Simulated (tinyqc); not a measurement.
From results back to parameters: Koster-Slater impurity in an sp3s* host.

Problem. In the Koster-Slater model a defect shifts the s level of its site by Vs and the p levels by Vp; an A1 level solves 1/Vs = G_s(E) and a T2 level 1/Vp = G_p(E), E from the top of the valence band. A defect has an A1 level at E = 0.5676 eV, one of the energies of the table, and a T2 level at 0.9461 eV.

G(E) of the host (1/eV):
```
E (eV),G_s,G_p
0.0000,0.0303035,0.2340275
0.1892,0.0224773,0.1749148
0.3784,0.0136427,0.1396442
0.5676,0.0033208,0.1119949
0.7568,-0.0092037,0.0878284
0.9461,-0.0251088,0.0650311
1.1353,-0.0465444,0.0418737
1.3245,-0.0780558,0.0161385
1.5137,-0.1325008,-0.0167616
```

Find: Vs, Vp.

Solution. Read G_s and G_p at the two energies and invert them. Vs is repulsive and pushes its level up from the valence bands. Vp is repulsive and pushes its level up from the valence bands.

Vs, Vp (eV): 301.1  15.4

Program tinyqc; command `OMP_NUM_THREADS=1 python tinyqc.py 1452642 1452643 out.jsonl`; about 0.01 s on one thread of a shared Intel(R) Xeon(R) Processor @ 2.30GHz.
